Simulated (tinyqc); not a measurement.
Worked calculation: Hueckel theory of the pi electrons with the omega technique, for the molecule Clc1cnc2[nH]cnc2n1 (SMILES; centres numbered as the heavy atoms are written). One step of it, computed by the program tinyqc.

Question. Omega technique, round 2. h_r = h_r(0) + omega q_r, omega = 1, with q_r = z_r - P_rr; 0.3 of the old diagonal is kept.

Hueckel matrix in units of beta (H = alpha + beta A), order 1Cl, 2C, 3C, 4N, 5C, 6N, 7C, 8N, 9C, 10N:
```
[[2.000000, 0.400000, 0.000000, 0.000000, 0.000000, 0.000000, 0.000000, 0.000000, 0.000000, 0.000000],
 [0.400000, 0.000000, 1.000000, 0.000000, 0.000000, 0.000000, 0.000000, 0.000000, 0.000000, 1.000000],
 [0.000000, 1.000000, 0.000000, 1.000000, 0.000000, 0.000000, 0.000000, 0.000000, 0.000000, 0.000000],
 [0.000000, 0.000000, 1.000000, 0.500000, 1.000000, 0.000000, 0.000000, 0.000000, 0.000000, 0.000000],
 [0.000000, 0.000000, 0.000000, 1.000000, 0.000000, 0.800000, 0.000000, 0.000000, 1.000000, 0.000000],
 [0.000000, 0.000000, 0.000000, 0.000000, 0.800000, 1.500000, 0.800000, 0.000000, 0.000000, 0.000000],
 [0.000000, 0.000000, 0.000000, 0.000000, 0.000000, 0.800000, 0.000000, 1.000000, 0.000000, 0.000000],
 [0.000000, 0.000000, 0.000000, 0.000000, 0.000000, 0.000000, 1.000000, 0.500000, 1.000000, 0.000000],
 [0.000000, 0.000000, 0.000000, 0.000000, 1.000000, 0.000000, 0.000000, 1.000000, 0.000000, 1.000000],
 [0.000000, 1.000000, 0.000000, 0.000000, 0.000000, 0.000000, 0.000000, 0.000000, 1.000000, 0.500000]]
```

charge and bond-order matrix P, order 1Cl, 2C, 3C, 4N, 5C, 6N, 7C, 8N, 9C, 10N:
```
[[1.983842, 0.128561, -0.069688, -0.013194, 0.048696, -0.012273, -0.012658, 0.016369, 0.002871, -0.086824],
 [0.128561, 0.961736, 0.632965, 0.001481, -0.290185, 0.082187, 0.075776, -0.095380, -0.068643, 0.686184],
 [-0.069688, 0.632965, 0.967275, 0.680394, -0.067471, -0.082132, 0.192499, 0.040346, -0.283380, 0.014377],
 [-0.013194, 0.001481, 0.680394, 1.130757, 0.620982, -0.117526, -0.081768, 0.014374, 0.057802, -0.331853],
 [0.048696, -0.290185, -0.067471, 0.620982, 0.954579, 0.359958, -0.252439, -0.065704, 0.566748, 0.048710],
 [-0.012273, 0.082187, -0.082132, -0.117526, 0.359958, 1.769848, 0.412350, -0.237576, -0.146124, 0.049739],
 [-0.012658, 0.075776, 0.192499, -0.081768, -0.252439, 0.412350, 0.927685, 0.815227, -0.049333, -0.210573],
 [0.016369, -0.095380, 0.040346, 0.014374, -0.065704, -0.237576, 0.815227, 1.185947, 0.474410, -0.061685],
 [0.002871, -0.068643, -0.283380, 0.057802, 0.566748, -0.146124, -0.049333, 0.474410, 0.988569, 0.584337],
 [-0.086824, 0.686184, 0.014377, -0.331853, 0.048710, 0.049739, -0.210573, -0.061685, 0.584337, 1.129761]]
```

Centres:
```
centre  z_r, pi electrons of the neutral centre         h
1Cl                                           2  2.000000
2C                                            1  0.000000
3C                                            1  0.000000
4N                                            1  0.500000
5C                                            1  0.000000
6N                                            2  1.500000
7C                                            1  0.000000
8N                                            1  0.500000
9C                                            1  0.000000
10N                                           1  0.500000
```

Give: matrix after round 2.

Answer.

matrix after round 2, order 1Cl, 2C, 3C, 4N, 5C, 6N, 7C, 8N, 9C, 10N:
```
[[2.0148, 0.4000, 0.0000, 0.0000, 0.0000, 0.0000, 0.0000, 0.0000, 0.0000, 0.0000],
 [0.4000, 0.0415, 1.0000, 0.0000, 0.0000, 0.0000, 0.0000, 0.0000, 0.0000, 1.0000],
 [0.0000, 1.0000, 0.0331, 1.0000, 0.0000, 0.0000, 0.0000, 0.0000, 0.0000, 0.0000],
 [0.0000, 0.0000, 1.0000, 0.3712, 1.0000, 0.0000, 0.0000, 0.0000, 0.0000, 0.0000],
 [0.0000, 0.0000, 0.0000, 1.0000, 0.0443, 0.8000, 0.0000, 0.0000, 1.0000, 0.0000],
 [0.0000, 0.0000, 0.0000, 0.0000, 0.8000, 1.7158, 0.8000, 0.0000, 0.0000, 0.0000],
 [0.0000, 0.0000, 0.0000, 0.0000, 0.0000, 0.8000, 0.0910, 1.0000, 0.0000, 0.0000],
 [0.0000, 0.0000, 0.0000, 0.0000, 0.0000, 0.0000, 1.0000, 0.3035, 1.0000, 0.0000],
 [0.0000, 0.0000, 0.0000, 0.0000, 1.0000, 0.0000, 0.0000, 1.0000, 0.0162, 1.0000],
 [0.0000, 1.0000, 0.0000, 0.0000, 0.0000, 0.0000, 0.0000, 0.0000, 1.0000, 0.3685]]
```
